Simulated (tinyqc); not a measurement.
# Bandgap voltage reference from two bipolar transistors: output against temperature

Two transistors of area 1 and N carry the same current I. Is(T) = Is (T/T0)^eta exp[(Vg0 q/kB)(1/T0 - 1/T)], VBE1 = Vt ln(I/Is(T)) + I rb, VBE2 = Vt ln(I/(N Is(T))) + I rb/N. The amplifier forces I R1(T) = VBE1 - VBE2 + Vos, with R(T) = R (1 + tc (T - T0)) for both resistors, and the output is Vref = VBE1 + I R2(T). Base currents and the Early effect are neglected.

Vt = kB T/q; I = (Vt ln N + Vos)/(R1(T) - rb (1 - 1/N)).

Values chosen for this exercise; values of the order met in silicon bipolar transistors: reference temperature T0 = 300 K; band-gap voltage extrapolated to 0 K Vg0 = 1.169 V; temperature exponent of the saturation current eta = 3.7; saturation current of the unit transistor at T0 Is = 1.6e-16 A; area ratio of the second transistor N = 8; resistor across which the difference of VBE falls, at T0 R1 = 8.9 kohm; temperature coefficient of both resistors tc = 0 ppm/K; offset of the amplifier Vos = 2.5 mV; series resistance of the unit transistor rb = 0 ohm; output resistor at T0 R2 = 102.9 kohm.

Constants: q = 1.602176634e-19 C, kB = 1.380649e-23 J/K. Results are converted to the units shown.

Output against temperature:
```
T (K),I (uA),VBE1 (V),I R2 (V),Vref (V),Vref - Vref(T0) (mV),dVref/dT (uV/K)
218,4.670,0.7944,0.4806,1.275,-6.267,115.6
233,4.972,0.7649,0.5116,1.277,-4.651,100.1
253,5.375,0.7253,0.5531,1.278,-2.844,80.91
273,5.777,0.6853,0.5945,1.280,-1.405,63.19
298,6.281,0.6348,0.6463,1.281,-0.08401,42.79
323,6.784,0.5839,0.6981,1.282,0.7480,24.03
348,7.288,0.5325,0.7499,1.282,1.129,6.675
373,7.791,0.4806,0.8017,1.282,1.092,-9.475
398,8.294,0.4284,0.8535,1.282,0.6641,-24.58
423,8.798,0.3758,0.9053,1.281,-0.1293,-38.76
```

What does the comparison show?

VBE1 falls by 2.04 mV/K on average and I R2 rises by 2.07 mV/K. The slope of Vref vanishes at T = 358 K. Between 233 and 398 K Vref spans 5.81 mV, or 27.5 ppm/K by the box method (span over the average over T, over 165 K).

Program tinyqc, `OMP_NUM_THREADS=1 python tinyqc.py 2062209 2062210 out.jsonl`; Intel Xeon 2.30GHz, shared host, one thread, about 0.03 s.
